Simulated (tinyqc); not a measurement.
Donors with valley-orbit split 1s states: one step. Mobility and resistivity. Three cases, with inputs chosen for the exercise.

Question. Compare with full ionisation, n = ND - NA.

Mobility (Caughey-Thomas form): mu = mu0 + (mu1 (T/300)^(-ga) - mu0)/(1 + ((ND + NA)/Nr)^de); rho = 1/(e n mu), e = 1.602176634e-19 C.

Give: mu; rho; rho at full ionisation.

Case 1.

Values chosen (near those of As in Si; the results hold for these values, not for the real material): ND = 5.6e+17 1/cm^3 (donors); NA = 1.6e+17 1/cm^3 (compensating acceptors, all ionised); mu0 = 59 cm^2/(V s) (mobility at heavy doping); mu1 = 1345 cm^2/(V s) (mobility at light doping and 300 K); Nr = 1.1e+17 1/cm^3 (reference doping); de = 0.72 (doping exponent); ga = 2.3 (temperature exponent); T = 300 K.

n = 2.3791e+17 1/cm^3

Answer.

mu = 323.2 cm^2/(V s)
rho = 0.0812 ohm cm
rho at full ionisation = 0.0483 ohm cm

Incomplete ionisation raises rho by a factor 1.68.

Case 2.

Values chosen (near those of Sb in Si; the results hold for these values, not for the real material): ND = 7e+15 1/cm^3 (donors); NA = 2e+15 1/cm^3 (compensating acceptors, all ionised); mu0 = 65 cm^2/(V s) (mobility at heavy doping); mu1 = 1441 cm^2/(V s) (mobility at light doping and 300 K); Nr = 8.7e+16 1/cm^3 (reference doping); de = 0.72 (doping exponent); ga = 2.3 (temperature exponent); T = 250 K.

n = 4.9107e+15 1/cm^3

Answer.

mu = 1844.3 cm^2/(V s)
rho = 0.689 ohm cm
rho at full ionisation = 0.677 ohm cm

Incomplete ionisation raises rho by a factor 1.02.

Case 3.

Values chosen (near those of As in Si; the results hold for these values, not for the real material): ND = 8.8e+17 1/cm^3 (donors); NA = 0 1/cm^3 (compensating acceptors, all ionised); mu0 = 66 cm^2/(V s) (mobility at heavy doping); mu1 = 1432 cm^2/(V s) (mobility at light doping and 300 K); Nr = 1e+17 1/cm^3 (reference doping); de = 0.72 (doping exponent); ga = 2.3 (temperature exponent); T = 400 K.

n = 5.9556e+17 1/cm^3

Answer.

mu = 182.3 cm^2/(V s)
rho = 0.0575 ohm cm
rho at full ionisation = 0.0389 ohm cm

Incomplete ionisation raises rho by a factor 1.48.

Computed by tinyqc, one run a case: `OMP_NUM_THREADS=1 python tinyqc.py N N+1 out.jsonl` with N = 1650063, 1650066, 1650098; one thread of a shared Intel(R) Xeon(R) Processor @ 2.30GHz, about 0.01 s a run at most.
